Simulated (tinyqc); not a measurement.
Gas flow in a process chamber: flow regimes, conductance, effective pumping speed, pump-down, outgassing and purge: one step, computed by the program tinyqc. Command: `OMP_NUM_THREADS=1 python tinyqc.py 3120024 3120025 out.jsonl pump walk`. One thread of a shared host (Intel(R) Xeon(R) Processor @ 2.30GHz), about 0.1 s of CPU time with the checks.

Ideal gas, isothermal flow, a pump of constant speed at the end of a round pipe; process gas, volume gas and outgassing are given the same properties. 1 sccm = 101325 Pa x 1e-6 m^3/60 s x T/273.15 K.

Problem. Purging a well-mixed chamber. With steady flow a contaminant decays as exp(-t/residence time); gas used = flow x time.

Inputs (values chosen for the exercise, modelled on oxygen near room temperature): temperature T = 293 K; process gas flow = 150 sccm.

residence time = 0.2705692 s

Give: time to dilute 1e3 times; time to dilute 1e6 times; gas used for 1e6.

Solution.

time to dilute 1e3 times = 1.869 s

time to dilute 1e6 times = 3.738 s

gas used for 1e6 = 9.345 standard cm^3
